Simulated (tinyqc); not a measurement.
Carrier lifetime of a p-type layer with SRH, radiative, Auger and surface recombination: two steps of the calculation.

Uniform excess density dn = dp (no trapping), n = n0 + dn, p = p0 + dn, Boltzmann statistics, full ionisation. Surfaces enter as a rate 2 S dn/d, which holds while diffusion to them is fast.

Values chosen for this exercise; band and dielectric values those of a made-up semiconductor:
- T = 300 K (temperature)
- B = 6.56e-10 cm^3/s (radiative coefficient)
- Cn = 1e-29 cm^6/s (Auger coefficient (two electrons))
- Cp = 4e-30 cm^6/s (Auger coefficient (two holes))
- S = 8000 cm/s (surface recombination velocity (both faces))
- d = 70 um (sample thickness)
- G = 1e23 cm^-3 s^-1 (generation rate)

Constants: q = 1.602176634e-19 C, kB = 1.380649e-23 J/K, Vt = kB T/q. Results are converted to the units shown.

Task 1. New dn. With e = n p - ni^2 = dn (n0 + p0 + dn): U_SRH = e/(tp0 (n + n1) + tn0 (p + p1)), U_rad = B e, U_Aug = (Cn n + Cp p) e, U_s = 2 S dn/d. Substitution: tau = dn/U with U the sum, dn(new) = G tau.

dn after iteration 1 = 1.0677279e16 cm^-3
n0 = 358.99450 cm^-3
p0 = 3.4e15 cm^-3
n1 = 2685.6498 cm^-3
p1 = 4.5448268e14 cm^-3
tn0 = 1.9290123e-7 s
tp0 = 1.9290123e-8 s

Find: U_SRH; U_rad; U_Aug; U_s; tau; dn after iteration 2.

Result 1.

U_SRH = 4.995e22 cm^-3 s^-1
U_rad = 9.860e22 cm^-3 s^-1
U_Aug = 2.451e19 cm^-3 s^-1
U_s = 2.441e22 cm^-3 s^-1
tau = 6.173e-8 s
dn after iteration 2 = 6.173e15 cm^-3

Task 2. Lifetime, shares and quasi-Fermi splitting. tau = dn/U, shares of U, splitting Vt ln(n p/ni^2), radiative efficiency U_rad/U.

converged dn = 7.1928444e15 cm^-3
ni = 1.1047992e9 cm^-3
n0 = 358.99450 cm^-3
p0 = 3.4e15 cm^-3
n1 = 2685.6498 cm^-3
p1 = 4.5448268e14 cm^-3
tn0 = 1.9290123e-7 s
tp0 = 1.9290123e-8 s

Find: tau; shares; quasi-Fermi splitting.

Result 2.

tau = 7.1928e-8 s
shares (%): SRH 33.568, radiative 49.982, Auger 0.009, surface 16.441
quasi-Fermi splitting = 0.82119 V

Radiative recombination takes the largest share. dn is 2.1 times the doping: intermediate injection.

Range of the model: S d exceeds 2.5 cm^2/s, comparable with a diffusion coefficient, so 2 S/d overstates the surface loss.

tinyqc, about 0.01 s, one thread, Intel Xeon 2.30GHz (shared host): `OMP_NUM_THREADS=1 python tinyqc.py 2300047 2300048 out.jsonl`
